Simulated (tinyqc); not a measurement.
A log to judge: decay of LO phonons and the hot-phonon bottleneck in the cooling of electrons. Computed by tinyqc. Command: `OMP_NUM_THREADS=1 python tinyqc.py 3025576 3025577 out.jsonl hotphonon walk`. One thread of a shared host (Intel(R) Xeon(R) Processor @ 2.30GHz), about 0.01 s of CPU time with the checks.

n(E, T) = 1/(exp(E/(k_B T)) - 1) is the Bose occupation. Electrons have a temperature T_e; the LO modes within their reach share one occupation N; the decay products stay at the lattice temperature.

Inputs (values chosen for the exercise, modelled on indium phosphide):
```
quantity                                             value    unit
LO energy hbar omega                                  43.1     meV
lifetime at T = 0, tau_0                                11      ps
weight b of the three-phonon channel                 0.057       -
lattice temperature T                                  150       K
electron mass m*                                    0.0797     m_0
eps_inf                                               9.67       -
static dielectric constant eps_s                      12.5       -
electron density n                                 4.1e+17  1/cm^3
density of LO modes that the electrons reach, N_m  2.4e+19  1/cm^3
power supplied per electron P                          5.7      nW
step factor                                            3.5       -
```

Decay channel: two equal phonons plus a three-phonon channel.

Constants: k_B = 8.617333262e-05 eV/K; c = 299792458 m/s; e^2/(4 pi eps_0) = 14.39964548 eV angstrom; hbar^2/(2 m_0) = 3.80998212 eV angstrom^2; hbar = 6.582119569e-16 eV s; e = 1.602176634e-19 C.

Method:
- Decay rate 1/tau = (1/tau_0) [1 + 2 n_2 + b (1 + 3 n_3 + 3 n_3^2)]/(1 + b), n_2 = n(hbar omega/2), n_3 = n(hbar omega/3).
- Full width Gamma = 1/(2 pi c tau) in 1/cm, c in cm/s.
- Froehlich coupling alpha = (e^2/(4 pi eps_0)) (1/eps_inf - 1/eps_s) k_0/(2 hbar omega), k_0 = sqrt(m* hbar omega/(hbar^2/(2 m_0))); emission time tau_sp = hbar/(2 alpha hbar omega); bottleneck ratio r = (n/N_m) tau/tau_sp.
- Net emission per electron: [(N + 1) x - N]/tau_sp with x = exp(-hbar omega/(k_B T_e)), a simple two-level balance; steady state of the modes: n [(N + 1) x - N]/tau_sp = N_m (N - N_0)/tau; power per electron P = hbar omega [(N + 1) x - N]/tau_sp.
- Eliminating N gives P(T_e) = (hbar omega/tau_sp) [(N_0 + 1) x - N_0]/[1 + r (1 - x)]. Newton steps on ln P against ln T_e, times the step factor, each limited to 0.7 in ln T_e and to keeping a fifth of T_e - T; start at 1.5 T; stop when |ln(P/P(T_e))| < 1e-9 or after 40 steps.

Iterations:
```
step  T_e (K)  P(T_e) (nW)  ln(P/P(T_e))
0     225.000       3.0154      0.636727
1     426.759      13.2405     -0.842812
2     211.922       2.4159      0.858404
3     426.759      13.2405     -0.842812
4     211.922       2.4159      0.858404
5     426.759      13.2405     -0.842812
6     211.922       2.4159      0.858404
7     426.759      13.2405     -0.842812
8     211.922       2.4159      0.858404
...       ...          ...           ...
31    426.759      13.2405     -0.842812
32    211.922       2.4159      0.858404
33    426.759      13.2405     -0.842812
34    211.922       2.4159      0.858404
35    426.759      13.2405     -0.842812
36    211.922       2.4159      0.858404
37    426.759      13.2405     -0.842812
38    211.922       2.4159      0.858404
39    426.759      13.2405     -0.842812
```

Can the last value be used, and what does the course show?

No. Not converged: the residual has stopped falling and repeats with period one or two: the iteration swings between two states. Near the root each step multiplies the error by 1 - (step factor) = -2.50. Reruns converge with step factor = 1.0; or with step factor = 0.7.
